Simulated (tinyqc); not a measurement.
Concentration-dependent dopant diffusion with charged defects and the built-in field. Changing the surface concentration C_s. Computed by tinyqc, a small Python program. Command: `OMP_NUM_THREADS=1 python tinyqc.py 3004827 3004828 out.jsonl extrinsic sweep`. One thread of a shared host (Intel(R) Xeon(R) Processor @ 2.30GHz), about 0.8 s of CPU time with the checks.

A constant source C_s feeds a half space. The dopant moves through neutral point defects and through charged ones, whose number grows with the majority carrier density n.

Inputs (values chosen for the exercise, modelled on phosphorus in silicon):
```
quantity,value,unit
neutral prefactor D0x,3.8,cm^2/s
neutral activation energy E0,3.64,eV
singly charged prefactor D01,4.93,cm^2/s
activation energy E1,4.01,eV
doubly charged prefactor D02,46.3,cm^2/s
activation energy E2,4.38,eV
junction level C_B,6e+15,1/cm^3
temperature T,975,C
time t,75,s
```

Field enhancement: on.

Constants: k_B = 8.617333262e-05 eV/K.

Method:
- n_i = 3.87e16 T^1.5 exp(-7014/T) per cm^3 (T in kelvin, an empirical form); each D = prefactor x exp(-E/(k_B T)); the intrinsic diffusivity D_i is their sum.
- Temperatures in kelvin are T(C) + 273.15.
- n = C/2 + sqrt(C^2/4 + n_i^2); D(C) = h [Dx + D1 (n/n_i) + D2 (n/n_i)^2], h = 1 + C/sqrt(C^2 + 4 n_i^2).
- With y = x/sqrt(D_s t), u = C/C_s and q = -(D/D_s) du/dy: du/dy = -q D_s/D, dq/dy = -(y/2) q D_s/D, u(0) = 1. The surface flux q(0) is shot so that u tends to 0 (LSODA, an adaptive multistep solver, relative tolerance 1e-10). Dose Q = 2 q(0) C_s sqrt(D_s t).
- The junction lies where C = C_B.

One run for each value:
```
surface concentration C_s (1/cm^3),enhancement D_s/D_i,junction depth x_j (nm),dose Q (1/cm^2),junction in units of sqrt(D_s t)
5.00e+17,1.04,27.72,4.4399e+11,3.4954
1.50e+18,1.13,31.96,1.3671e+12,3.8734
4.60e+18,1.39,36.29,4.5043e+12,3.9662
1.40e+19,1.99,41.17,1.5850e+13,3.7626
4.30e+19,3.58,47.55,6.1377e+13,3.2368
4.00e+20,106.31,105.45,2.4658e+15,1.3172
```

Give the missing row, surface concentration C_s (1/cm^3) = 1.30e+20.

Computed row; columns: (1) surface concentration C_s (1/cm^3); (2) enhancement D_s/D_i; (3) junction depth x_j (nm); (4) dose Q (1/cm^2); (5) junction in units of sqrt(D_s t):
```
(1)         (2)    (3)         (4)     (5)
1.30e+20  14.06  60.16  3.1580e+14  2.0663
```

Interpolating between the two neighbouring rows (the first column on a logarithmic scale, the others too where they are positive) misses most in enhancement D_s/D_i, by 37 %. Over the rows, enhancement D_s/D_i rises from 1.04 to 106 (exponent d ln y / d ln x 0.073 between the first rows and 1.8 between the last); junction depth x_j (nm) rises from 27.7 to 105 (exponent d ln y / d ln x 0.13 between the first rows and 0.50 between the last); dose Q (1/cm^2) rises from 4.44e11 to 2.47e15 (exponent d ln y / d ln x 1.0 between the first rows and 1.8 between the last). At the low end the exponent of dose Q is 1.02, close to 1: the intrinsic, linear regime. In units of sqrt(D_s t), D_s = D(C_s), the junction is deepest, 3.97, at C_s = 4.6e18 among these rows and ends at 1.32: a larger C_s/C_B pushes it out along the tail, while the tail diffuses with D_i, ever further below D_s.

Caution (rows 4.30e19, 1.30e20, 4.00e20): at such concentrations dopants can cluster or exceed their solubility; the active fraction and the diffusivity then fall below the model. Caution (rows 1.30e20, 4.00e20): heavily doped phosphorus shows a kink and a deep tail, which this model leaves out.
